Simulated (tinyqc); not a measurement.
Equation-of-state fits to an energy-volume table made by a known binding curve: one step, computed by the program tinyqc.

With x = (V/V_0)^(1/3), the energy per atom is E = -D [1 + eta (x - 1)] exp(-eta (x - 1)), so that B0 = D eta^2/(9 V_0) and B' = 1 + 2 eta/3. B' = dB/dP at P = 0.

Task: Errors of the Birch-Murnaghan fit. Third-order Birch-Murnaghan is a cubic in u = V^(-2/3): fit it by linear least squares, find the minimum, and take B0 = V E''(V), B' = -1 - V E'''/E'' there. Errors are fitted minus exact, relative; the pressure at c V_0 uses P = (3 B0/2) (x^7 - x^5) [1 + (3/4)(B' - 4)(x^2 - 1)], x = (V0/V)^(1/3) with the fitted values.

Inputs (values chosen for the exercise, for a model crystal): true volume V_0 = 9.89 angstrom^3/atom; compression V/V_0 for the pressure test = 0.85.

Binding curve: universal binding. Noise: none.

fitted B0 = 128.0626 GPa

exact B0 = 128.6941 GPa

fitted B' = 5.174414

exact B' = 5.213333

fitted V0 = 9.890895 angstrom^3

exact pressure at c V_0 = 31.66222 GPa

Give: error of B0; error of B'; fitted pressure at c V_0; error of that pressure.

Result:

error of B0 = -0.491 %

error of B' = -0.747 %

fitted pressure at c V_0 = 31.8 GPa

error of that pressure = 0.279 %
